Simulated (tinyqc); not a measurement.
# Programming of a floating-gate cell by Fowler-Nordheim tunnelling: effects of single changes

Per tunnel area the floating gate has Ctun = 3.9 eps0/tox to the channel (0 V) and Ccg to the control gate, Ct = Ctun/(1 - ag), no other coupling. With the threshold shift U = -Q/Ccg the field is F = ag (Vg - U)/tox, and dU/dt = J/Ccg. Fowler-Nordheim: J = A F^2 exp(-B/F), A = q^2/(16 pi^2 hbar mo phi) (times 1e14 for A/cm^2 with F in V/nm, emitter mass m0), B = (4/3) sqrt(mo/C) phi^1.5, C = hbar^2/(2 m0).

Parameters, values chosen for the exercise; oxide values close to those of silicon dioxide: tunnel barrier phi = 3.11 eV; tunnelling mass mo = 0.45 m0; tunnel oxide thickness tox = 9.8 nm; coupling ratio Ccg/Ct ag = 0.61; threshold shift at the start Vt0 = -0.8 V; control-gate voltage Vg = 19.1 V.

Constants: q = 1.602176634e-19 C, hbar = 1.054571817e-34 J s, m0 = 9.1093837015e-31 kg, eps0 = 8.8541878128e-14 F/cm where lengths are in cm, hbar^2/(2 m0) = 0.0380998212 eV nm^2. Results are converted to the units shown.

Each table varies one quantity; the others keep the values above.

## Programming by a staircase of pulses

Pulse i = 1, 2, ... has the height 17.6 V + (i - 1) 0.4 V and lasts 3.8 us; each starts from the U that the last one left. Exact: exp(B/F(t)) = exp(B/F(0)) + K t, K = A B ag/(Ccg tox), and U = Vg - tox F/ag.

Programming by a staircase of pulses:

| N | last pulse (V) | U (V) | gain of the last pulse (V) | F at its end (V/nm) |
|---|---|---|---|---|
| 1 | 17.60 | -0.5513 | 0.2487 | 1.130 |
| 2 | 18.00 | -0.2575 | 0.2938 | 1.136 |
| 3 | 18.40 | 0.07154 | 0.3290 | 1.141 |
| 4 | 18.80 | 0.4258 | 0.3542 | 1.144 |
| 6 | 19.60 | 1.179 | 0.3822 | 1.147 |
| 8 | 20.40 | 1.962 | 0.3934 | 1.148 |
| 11 | 21.60 | 3.154 | 0.3985 | 1.148 |
| 14 | 22.80 | 4.352 | 0.3997 | 1.148 |
| 18 | 24.40 | 5.952 | 0.4000 | 1.148 |

What does the table show?

The gain of a pulse rises from 0.249 to 0.400 V and settles at the step of 0.4 V: the field at the end of a pulse becomes steady, 1.15 V/nm, so U follows the gate one to one whatever it started from. It is within 5 % of the step from pulse 6 on among the rows. In every row the field stays above 10 MV/cm, which wears the oxide.

## Effect of the coupling ratio

Same model as above.

After 6e-5 s.

Effect of the coupling ratio:

| ag | F(0) (V/nm) | F (V/nm) | J (A/cm^2) | U (V) |
|---|---|---|---|---|
| 0.42 | 0.8529 | 0.8527 | 1.270e-5 | -0.7970 |
| 0.47 | 0.9544 | 0.9512 | 3.338e-4 | -0.7328 |
| 0.52 | 1.056 | 1.025 | 0.002582 | -0.2122 |
| 0.57 | 1.157 | 1.053 | 0.005222 | 1.002 |
| 0.63 | 1.279 | 1.064 | 0.006875 | 2.550 |
| 0.68 | 1.381 | 1.071 | 0.008168 | 3.663 |
| 0.73 | 1.482 | 1.079 | 0.009859 | 4.613 |
| 0.78 | 1.584 | 1.089 | 0.01233 | 5.421 |

The starting field rises from 0.853 to 1.58 V/nm and U rises from -0.797 to 5.42 V. Between the last two rows 0.01 of coupling is worth 162 mV. In 4 of the 8 rows the starting field exceeds 12 MV/cm, where the oxide would wear out or break down quickly.

Range of the model: Programming fields of 10 MV/cm and more wear the oxide; trapping and the channel potential are ignored.

tinyqc, about 0.01 s, one thread, Intel Xeon 2.30GHz (shared host): `OMP_NUM_THREADS=1 python tinyqc.py 2130058 2130059 out.jsonl`
